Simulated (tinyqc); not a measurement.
Resistance of a source-drain extension with a graded tip: one step of the calculation.

y runs along the channel, the gate covers y > 0. The doping is N0 for y < y0 and N0 10^(-(y - y0)/la) beyond, uniform over the depth xj. Sheet conductance s(y) = q mu(N) max(N - Nch, 0) xj + (for y > 0) ma Cox Vo, with mu(N) = u0 + (u1 - u0)/(1 + (N/Nr)^au) and Cox = eps0 eox/tox. Current is taken as one-dimensional; depletion of the tip, spreading and the contact are left out. The metallurgical junction lies at yj, where N = Nch.

Task. Resistance of the overlapped part. Midpoint rule on 10 equal steps from 0 to yj: R_ov = sum h/s(y), per width.

Values chosen for this exercise; mobility law close to that of holes in silicon:
- eox = 8.98 (relative permittivity of the gate insulator (close to aluminium oxide))
- tox = 2.5 nm (insulator thickness)
- N0 = 2.3e20 cm^-3 (active doping of the extension far from the gate)
- la = 6.5 nm/decade (lateral abruptness)
- y0 = 3.9 nm (position under the gate where the fall begins (gate edge at 0))
- xj = 27 nm (depth of the extension)
- Nch = 3.8e17 cm^-3 (channel doping)
- Vo = 0.33 V (gate overdrive)
- ma = 44 cm^2/(V s) (mobility of the gate-induced layer)
- u1 = 470.5 cm^2/(V s) (mobility at low doping)
- u0 = 44.9 cm^2/(V s) (mobility at high doping)
- Nr = 2.23e17 cm^-3 (reference doping)
- au = 0.719 (exponent)

Constants: q = 1.602176634e-19 C, eps0 = 8.8541878128e-14 F/cm where lengths are in cm. Results are converted to the units shown.

Find: y; N; doped conductance; sheet resistance; R_ov.

Result.

```
point  y (nm)  N (cm^-3)  doped conductance (uS)  sheet resistance (ohm/square)
0       1.099   2.300e20                    4746                          208.7
1       3.297   2.300e20                    4746                          208.7
2       5.496   1.307e20                    2774                          354.6
3       7.694   5.999e19                    1351                          715.8
4       9.892   2.753e19                   679.3                           1378
5       12.09   1.264e19                   355.5                           2490
6       14.29   5.800e18                   192.7                           4186
7       16.49   2.662e18                   104.8                           6623
8       18.69   1.222e18                   51.61                        1.023e4
9       20.88   5.609e17                   14.84                        1.639e4
```

R_ov = 94.04 ohm um

Computed by the program tinyqc: `OMP_NUM_THREADS=1 python tinyqc.py 2282083 2282084 out.jsonl`, one thread of a shared Intel Xeon 2.30GHz, about 0.04 s for the whole run.
